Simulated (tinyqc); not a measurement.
What moves the results: trap in a gate oxide as a short-range spherical well. A value that a table varies takes the place of the one given here.

A spherical well of radius R and depth V0 below the conduction edge, one mass m, c = hbar^2/2m0. The s level at binding Et solves k cot(k R) = -kappa with k = sqrt(m (V0 - Et)/c), kappa = sqrt(m Et/c); it exists for V0 > Vc = c (pi/2R)^2/m. Outside, psi falls as exp(-kappa r)/r.

Lucovsky model (delta well, plane-wave final states, no local-field factor): sigma = (32 pi alpha c/(3 n_r m Et)) (x - 1)^(3/2)/x^3, x = h nu/Et, c = hbar^2/2m0; 1 angstrom^2 = 1e-16 cm^2.

Energies from the conduction edge of the channel. The trap level at depth x is E_T = dEc - Et - e Fox x (1 MV/cm = 0.01 eV/angstrom). An electron at the channel edge tunnels with the WKB exponent S = (4/3) sqrt(m/c) [dEc^(3/2) - (dEc - e Fox x)^(3/2)]/(e Fox), c = hbar^2/2m0; tau = t0 exp(S); the occupation is f = 1/(1 + exp((E_T - EF)/kB T)), tau_c = tau/f and tau_e = tau/(1 - f). Lattice relaxation is left out; a level below the channel edge needs phonons as well, so tau is then a lower bound, while a level above it can also empty elastically at its own energy, through a thinner barrier, faster than this tau.

Constants: hbar^2/2m0 = 3.80998211 eV angstrom^2; fine-structure constant alpha = 0.007297352564; kB = 8.617333262e-05 eV/K.

Values chosen for the exercise (near those of SiO2 on Si; shifted at random, so the results belong to these values and not to a real crystal):
- R = 4.6 angstrom (radius of the well)
- m = 0.466 m0 (mass)
- fV = (1.05, 1.12, 1.32, 1.64, 2.16, 3.13, 6.39) (V0/Vc)
- n_r = 1.5 (refractive index)
- xs = (1.09, 1.2, 1.59, 1.89, 2.37, 2.78, 4.27, 6.43) (photon energies h nu/Et)
- dEc = 3.05 eV (conduction offset to the channel)
- Fox = 2.6 MV/cm (oxide field, lowering levels away from the channel)
- t0 = 9.9 x 1e-11 s (time constant at the interface)
- T = 400 K (temperature)
- EF = 0.06 eV (Fermi level above the channel edge)
- ds = (3, 6, 9, 12, 15, 18) angstrom (depths)
- V0 = 4.99 eV (depth of the well)
- x = 10 angstrom (depth of the trap)

## From threshold to a deep level

Et against the depth at fixed R; near threshold Et = (pi^2/16)(V0 - Vc)^2/Vc.

Results:

| V0/Vc | V0 (eV) | Et (eV) | threshold form (eV) | 1/kappa (angstrom) | share outside |
|---|---|---|---|---|---|
| 1.05 | 1.001 | 0.001418 | 0.001470 | 75.9 | 0.942 |
| 1.12 | 1.068 | 0.007788 | 0.008468 | 32.4 | 0.869 |
| 1.32 | 1.258 | 0.04893 | 0.06022 | 12.9 | 0.709 |
| 1.64 | 1.564 | 0.1655 | 0.2409 | 7.0 | 0.540 |
| 2.16 | 2.059 | 0.4366 | 0.7913 | 4.3 | 0.382 |
| 3.13 | 2.984 | 1.084 | 2.668 | 2.7 | 0.238 |
| 6.39 | 6.092 | 3.734 | 17.09 | 1.5 | 0.094 |

The threshold form holds to 10 % up to V0/Vc = 1.12 of those listed. There the state is mostly outside the well (94 % in the first row) and knows only Et, which is why a delta-well model works; more than half is inside from V0/Vc = 2.16 on. A second s level would need V0/Vc > 9.

## Neutral against charged centre

Et = 2.75051 eV

Lucovsky cross-section, its shape relative to the peak, and the shape of a hydrogen-like centre relative to threshold: x^-4 exp(4 - 4 atan(e)/e)/(1 - exp(-2 pi/e)), e = sqrt(x - 1).

Results:

| x | h nu (eV) | sigma (1e-18 cm^2) | relative to peak | hydrogen-like |
|---|---|---|---|---|
| 1.09 | 2.998 | 1.01 | 0.167 | 0.794 |
| 1.20 | 3.301 | 2.51 | 0.414 | 0.612 |
| 1.59 | 4.373 | 5.46 | 0.902 | 0.282 |
| 1.89 | 5.198 | 6.03 | 0.995 | 0.173 |
| 2.37 | 6.519 | 5.84 | 0.964 | 0.091 |
| 2.78 | 7.646 | 5.36 | 0.884 | 0.057 |
| 4.27 | 11.745 | 3.68 | 0.608 | 0.016 |
| 6.43 | 17.686 | 2.31 | 0.381 | 0.005 |

The short-range centre starts from zero, reaches half its peak at x = 1.24 and peaks at x = 2; in the last row it still has 38 % of the peak. The Coulomb centre is largest at threshold and is down to 0.5 % there. Reading the peak as the threshold would misplace the level by a factor 2, here 2.75 eV. Rows above the gap, about 9 eV, are hidden by band-to-band absorption.

## Depth of the trap

Each depth has its own level and time; the corner frequency is 1/(2 pi tau).

Results:

| x (angstrom) | E_T (eV) | S | tau (s) | corner (Hz) | f |
|---|---|---|---|---|---|
| 3 | 0.221 | 3.64 | 3.8e-09 | 4.2e+07 | 0.009 |
| 6 | 0.143 | 7.23 | 1.4e-07 | 1.2e+06 | 0.081 |
| 9 | 0.065 | 10.78 | 4.8e-06 | 3.3e+04 | 0.460 |
| 12 | -0.013 | 14.28 | 0.00016 | 1.0e+03 | 0.891 |
| 15 | -0.091 | 17.72 | 0.0049 | 32 | 0.987 |
| 18 | -0.169 | 21.12 | 0.15 | 1.1 | 0.999 |

tau spans 7.6 decades, one decade for each 1.92 angstrom at the start and 2.03 at the end, where the field has thinned the barrier. Traps spread evenly in depth are thus spread nearly evenly in ln tau; if levels near EF exist at every depth, this sums to 1/f noise and to charging that grows as ln t. With the single Et of this table only depths where f is neither 0 nor 1 contribute. The level crosses EF between 9 and 12 angstrom.

## What each parameter does

Et from the well, then the level and the time. Each row changes one parameter from the base and keeps the others.

Results:

| case | Et (eV) | E_T (eV) | log10 tau (s) | ln(tau_c/tau_e) |
|---|---|---|---|---|
| base | 2.751 | 0.039 | -4.81 | -0.6 |
| x = 12 angstrom | 2.751 | -0.013 | -3.80 | -2.1 |
| Fox = 3.6 MV/cm | 2.751 | -0.061 | -4.86 | -3.5 |
| dEc = 2.81 eV | 2.751 | -0.201 | -5.03 | -7.6 |
| m = 0.513 m0 | 2.903 | -0.113 | -4.56 | -5.0 |
| V0 = 5.24 eV | 2.971 | -0.181 | -4.81 | -7.0 |
| T = 450 K | 2.751 | 0.039 | -4.81 | -0.5 |
| EF = 0.11 eV | 2.751 | 0.039 | -4.81 | -2.0 |

The largest shifts from the base row, up to three for each result and ties (the steps differ in size, so this ranks the rows, not the parameters). Et (eV): V0 +0.220, m +0.153; unchanged at the printed digits by x, Fox, dEc, T and EF. E_T (eV): dEc -0.240, V0 -0.220, m -0.153; unchanged at the printed digits by T and EF. log10 tau (s): x +1.01, m +0.26, dEc -0.22; unchanged at the printed digits by V0, T and EF. ln(tau_c/tau_e): dEc -7.0, V0 -6.4, m -4.4.

Run: tinyqc, `OMP_NUM_THREADS=1 python tinyqc.py 1251166 1251167 out.jsonl`; Intel(R) Xeon(R) Processor @ 2.30GHz, one thread, shared host; about 0.01 s of CPU time with all checks.
